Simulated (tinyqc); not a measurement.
Inductance and parasitic capacitance from two readings.

Inverse problem. A loss-free coil L in parallel with C shows the apparent inductance L/(1 - w^2 L C), w = 2 pi f. Find L, C and the self-resonance 1/(2 pi sqrt(L C)).

apparent inductance at 6 and 9.4 GHz (nH): [0.94590023, 1.6599324]

Answer. The inverse of the reading is 1/L - w^2 C, a straight line in w^2.

L = 0.730 nH
C = 220 fF
self-resonance = 12.6 GHz

Computed by the program tinyqc: `OMP_NUM_THREADS=1 python tinyqc.py 2302106 2302107 out.jsonl`, one thread of a shared Intel Xeon 2.30GHz, about 0.01 s for the whole run.
